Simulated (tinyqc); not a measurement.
Mirror strength against the number of periods: longitudinal sound in a periodic multilayer: transfer matrices, stop bands and folded phonons. Computed by tinyqc, a small Python program. Command: `OMP_NUM_THREADS=1 python tinyqc.py 3003045 3003046 out.jsonl multilayer walk`. One thread of a shared host (Intel(R) Xeon(R) Processor @ 2.30GHz), about 0.01 s of CPU time with the checks.

Layers 1 and 2 repeat with period d = d_1 + d_2; waves travel normal to the layers, without loss. State vector (u, s): displacement u and stress divided by omega. Impedances Z = rho v are in 1e6 kg/(m^2 s).

Inputs (values chosen for the exercise, modelled on copper (layer 1), tantalum (layer 2) and gallium arsenide (substrate)):
```
quantity            value    unit
density rho_1        9.04  g/cm^3
velocity v_1         4690     m/s
thickness d_1        23.9      nm
density rho_2        16.7  g/cm^3
velocity v_2         4180     m/s
thickness d_2        21.7      nm
substrate density    5.25  g/cm^3
substrate velocity   4650     m/s
frequency f            53     GHz
```

Method:
- Z = rho v; interface reflection r = (Z_2 - Z_1)/(Z_2 + Z_1) (stress amplitude, from 1 into 2); Bragg frequency f_B = 1/[2 (d_1/v_1 + d_2/v_2)]; long-wave velocity v_eff = d/sqrt[(d_1/v_1)^2 + (d_2/v_2)^2 + (Z_1/Z_2 + Z_2/Z_1)(d_1/v_1)(d_2/v_2)].
- A layer maps (u, s) by [[cos p, sin p/Z], [-Z sin p, cos p]], p = 2 pi f d_i/v_i; one period is M = M_2 M_1, and cos(q d) = trace(M)/2.
- For N periods A = M^N. A wave comes from a thick layer of material 1 and leaves into the substrate (Z_s): transmitted power T = 4 Z_1 Z_s/|Z_1 A_22 + Z_s A_11 - i (Z_1 Z_s A_12 - A_21)|^2, reflected power R = 1 - T.

Bragg frequency f_B = 48.6034 GHz

Z_2 = 69.806

Z_1 = 42.3976

Z of the substrate = 24.4125

trace(M)/2 = -1.08423

Transmitted power:
```
N     T at f_B  T at f_B (dB)      T at f
1      0.57805        -2.3803     0.58345
2      0.26958        -5.6932     0.29178
3      0.10925        -9.6160     0.13475
4     0.041772        -13.791    0.060608
6    0.0057906        -22.373    0.011982
8   7.9013e-04        -31.023   0.0023508
12  1.4643e-05        -48.344  9.0206e-05
16  2.7127e-07        -65.666  3.4601e-06
24  9.3099e-11        -100.31  5.0906e-09
```

At f_B each further period removes 4.33 dB at large N, which is 20 log10 of the impedance ratio, 4.33 dB, as for a quarter-wave stack; 99 % reflection needs N = 6 among these rows. At f, in a stop band, T decays as well. Values below about 1e-6 belong to the ideal stack: roughness and scattering into other modes, left out here, set a floor in a real one.
